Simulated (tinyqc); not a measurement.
Shrinking the pitch: stress in a transistor channel from embedded alloy regions, liners and fins, by half-space elasticity. Computed by tinyqc, a small Python program. Command: `OMP_NUM_THREADS=1 python tinyqc.py 3024261 3024262 out.jsonl stressor walk`. One thread of a shared host (Intel(R) Xeon(R) Processor @ 2.30GHz), about 0.01 s of CPU time with the checks.

Plane strain in an isotropic half-space, the same constants everywhere; x along the channel from its centre, y downwards from the free surface; stress is positive in tension.

Inputs (values chosen for the exercise, modelled on silicon):
```
quantity                          value  unit
alloy fraction x                    0.3     -
lattice change per unit x, beta  0.0414     -
Young's modulus E                   165   GPa
Poisson ratio nu                   0.21     -
channel length L                    112    nm
length of each stressor S           195    nm
recess depth d                       20    nm
depth of the field point y          2.6    nm
```

Stressor: Si(1-x)Ge(x) source and drain.

Method:
- Misfit e = beta x. A fully constrained inclusion holds the stress -p with p = E e/(1 - 2 nu); a blanket film would hold -E e/(1 - nu) in the plane.
- A line element dA of misfit at (a, c) in the half-space gives, with C = E e/(2 pi (1 - nu)), X = x - a, r1^2 = X^2 + (y - c)^2, r2^2 = X^2 + Y^2, Y = y + c: s_xx = -C dA {[X^2 - (y - c)^2]/r1^4 + 3 [X^2 - Y^2]/r2^4 + 4 y Y (Y^2 - 3 X^2)/r2^6}, s_yy = C dA {[X^2 - (y - c)^2]/r1^4 - [X^2 - Y^2]/r2^4 + 4 y Y (Y^2 - 3 X^2)/r2^6}. These are integrated over two rectangles, L/2 < |a| < L/2 + S, 0 < c < d (closed form in a, 200 Gauss-Legendre points in c).
- L and S are scaled together at fixed d, then S alone, then L alone.

misfit e = 0.01242

S_xx at the centre (MPa):
```
scale  L and S scaled  S alone  L alone
0.35          -1648.4   -586.8  -2075.3
0.50          -1409.4   -685.0  -1634.2
0.70          -1130.7   -770.4  -1223.2
1.00           -849.4   -849.4   -849.4
1.40           -629.0   -911.3   -575.7
2.00           -449.2   -963.8   -366.0
3.00           -302.8  -1008.7   -208.8
```

What does the comparison show, and why?

Halving S alone keeps 0.81 of the stress, halving L alone gives 1.92, and halving both 1.66: a shorter channel brings the walls closer, a shorter stressor brings its far wall, which pulls the other way, closer too. Neighbouring devices are left out.
